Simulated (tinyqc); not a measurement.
Carbon nanotube by zone folding: one step. The small gap from curvature. Two cases, with inputs chosen for the exercise.

Question. Rolling tilts the orbitals and moves K off the line: Eg = (3/4) t (acc/d)^2 |cos(3 theta)| in the estimate used here (misalignment of pi orbitals alone).

Give: gap.

Case 1.

Values chosen (out of a larger set: near those used for carbon; not measured data): t = 2.87 eV (hopping); acc = 1.44 angstrom (bond length).

d = 11.98783 angstrom
theta = 6.5868 degrees

Answer.

gap = 29.2 meV

Case 2.

Values chosen (out of a larger set: near those used for carbon; not measured data): t = 2.79 eV (hopping); acc = 1.44 angstrom (bond length).

d = 20.76354 angstrom
theta = 23.4132 degrees

Answer.

gap = 3.4 meV

It falls as 1/d^2 and is largest for zigzag tubes.

Computed by tinyqc, one run a case: `OMP_NUM_THREADS=1 python tinyqc.py N N+1 out.jsonl` with N = 1482740, 1482834; one thread of a shared Intel(R) Xeon(R) Processor @ 2.30GHz, about 0.03 s a run at most.
